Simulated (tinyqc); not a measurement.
From results back to parameters: shallow acceptor in the spherical four-band model. Two cases, with inputs chosen for the exercise.

Problem. The binding energy of the ground state was computed from a hidden mu.

The ground state 1S3/2 has an L = 0 part f(r) and an L = 2 part g(r). In units of Ry* and a*, with Gaussians f_i = exp(-a_i r^2), g_i = r^2 exp(-a_i r^2), A = a_i + a_j and I(n) = Gamma((n + 1)/2)/(2 A^((n + 1)/2)): S_ff = I(2), S_gg = I(6), H_ff = (6 a_i a_j/A) I(2) - 2 I(1), H_gg = (14 a_i a_j/A) I(6) - 2 I(5), H_fg = -mu [15 I(2) - 20 a_j I(4) + 4 a_j^2 I(6)]; each function is then normalised. The split-off band is left out.

Converged values use 22 exponents 2.2^i, i = -7 to 14, for f and for g.

Find: binding in Ry*; mu; heavy/light mass ratio (1 + mu)/(1 - mu).

Method. The binding in Ry* rises steadily with mu, so bisection finds one value.

Case 1.

Ry* = 36.185 meV
binding energy = 57.204 meV

Solution.

binding in Ry* = 1.581
mu = 0.628
heavy/light mass ratio (1 + mu)/(1 - mu) = 4.4

Case 2.

Ry* = 11.230 meV
binding energy = 22.782 meV

Solution.

binding in Ry* = 2.029
mu = 0.732
heavy/light mass ratio (1 + mu)/(1 - mu) = 6.5

Computed by tinyqc, one run a case: `OMP_NUM_THREADS=1 python tinyqc.py N N+1 out.jsonl` with N = 1251748, 1251770; one thread of a shared Intel(R) Xeon(R) Processor @ 2.30GHz, about 0.1 s a run at most.
